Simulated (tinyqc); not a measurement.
Two coupled magnetic layers: synthetic antiferromagnet, spin flop, exchange bias and magnetoresistance: one step, computed by the program tinyqc.

Moments lie in the plane at the angles p1, p2 from the field. Energy per area: E = J1 cos(p1 - p2) + J2 cos^2(p1 - p2) - B M_s (t1 cos p1 + t2 cos p2) + K (t1 cos^2 p1 + t2 cos^2 p2).

Problem. Tunnel magnetoresistance against a free layer along B. Julliere: TMR = 2 P1 P2/(1 - P1 P2). Conductance G(theta) = G0 (1 + P1 P2 cos theta), so RA(theta) = RA_P (1 + P1 P2)/(1 + P1 P2 cos theta); theta = p2 for the layer next to the barrier.

Inputs (values chosen for the exercise, for a model stack): spin polarisation P1 = 0.31; spin polarisation P2 = 0.68; resistance-area product, parallel = 3.5 ohm micrometre^2.

p2 = -80.21218 degrees

Give: TMR; RA, antiparallel; RA at this field.

Solution.

TMR = 53.42 %

RA, antiparallel = 5.370 ohm micrometre^2

RA at this field = 4.091 ohm micrometre^2
